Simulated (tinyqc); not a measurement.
# Worked calculation: image-sensor pixel with a pinned photodiode, signal and noise

Numbers from tinyqc (`OMP_NUM_THREADS=1 python tinyqc.py 2630061 2630062 out.jsonl`; about 0.01 s on one thread of a shared Intel Xeon 2.30GHz). Printed values are rounded.

A buried n layer between a heavily doped p+ surface layer and a p layer is emptied into a floating diffusion, read through a source follower with correlated double sampling (reset noise cancelled). One-dimensional abrupt junctions; no blooming, lag or crosstalk.

Parameters, values chosen for the exercise; material values close to those of silicon:
- T = 300 K (temperature)
- Eg = 1.1 eV (band gap)
- eps_r = 11.7 (relative permittivity of the semiconductor)
- Nc = 2.82e19 cm^-3 (conduction-band density of states at T)
- Nv = 2.63e19 cm^-3 (valence-band density of states at T)
- A = 4.8 um^2 (photodiode area)
- Nn = 1.4e17 cm^-3 (doping of the buried n layer)
- a = 120 nm (thickness of that layer)
- Np = 5.5e15 cm^-3 (doping of the p layer below)
- Vb = 0.8 V (built-in voltage)
- Cf = 2.8 fF (floating-diffusion capacitance)
- dV = 1.1 V (usable swing of the floating diffusion)
- As = 0.85 (source-follower gain)
- vn = 290 uV (read noise at the output)
- al = 0.124 1/um (absorption coefficient (light near 750 nm))
- Rf = 0.23 (optical loss before the silicon)
- x1 = 0.12 um (dead layer)
- x2 = 6 um (depth of collection)
- tg = 0.028 s (generation lifetime)
- Wd = 1.2 um (depleted depth)
- Jd = 1.8e7 x 1e-20 cm^4/s (diffusion dark flux per ni^2)
- pr = 1.2 % (gain non-uniformity)
- ti = 100 ms (exposure)
- Ph = 130 (photons on the photodiode per exposure)

Constants: q = 1.602176634e-19 C, kB = 1.380649e-23 J/K, Vt = kB T/q, eps0 = 8.8541878128e-14 F/cm where lengths are in cm. Results are converted to the units shown.

## Pinning voltage and diode capacity

With k = 1 + Nn/Np, the two depletion regions meet at depth x = a sqrt(k)/(1 + sqrt(k)) from the p+ side; pinning voltage Vp = q Nn x^2/(2 eps0 eps_r) - Vb. Electrons in the diode at zero bias: Nn A [a - x0 (1 + 1/sqrt(k))], x0 = sqrt(2 eps0 eps_r Vb/(q Nn)).

k = 26.45455
x = 100.4668 nm
Vp = 0.2927462 V
diode capacity = 11642.10 electrons

## Full well, conversion gain and read noise

Floating-diffusion limit Cf dV/q; full well FW is the smaller of the two; conversion gain CG = q As/Cf; read noise in electrons vn/CG. Reset noise sqrt(kB T Cf)/q is listed for comparison.

floating-diffusion limit = 19223.85 electrons
FW = 11642.10 electrons
CG = 48.63750 uV/electron
read noise = 5.962477 electrons
reset noise = 21.25548 electrons

The photodiode limits the full well. Without double sampling the reset noise would be 3.56 times the read noise.

## Quantum efficiency and dark current

QE = (1 - Rf)[exp(-al x1) - exp(-al x2)]. ni = sqrt(Nc Nv) exp(-Eg/(2 Vt)), Eg in volts; dark rates ni Wd A/tg (generation) and Jd ni^2 A (diffusion).

QE = 0.3927161
ni = 1.568589e10 cm^-3
generation rate = 3.226811 electrons/s
diffusion rate = 2.125847 electrons/s

Of the light that enters, 1.5 % is lost in the dead layer and 48 % passes the collecting depth.

## Noise budget

Signal S = QE Ph; variance = S + dark rate x ti + (read noise)^2 + (pr S)^2; SNR = 20 log10(S/noise); dynamic range 20 log10(FW/noise at S = 0).

S = 51.05309 electrons
variances (electrons^2): photon shot 51.05309, dark shot 0.5352658, read 35.55113, non-uniformity 0.3753242
noise = 9.354935 electrons
SNR = 14.73963 dB
dynamic range = 65.74719 dB

The largest part, 58.3 % of the variance, is photon shot noise.
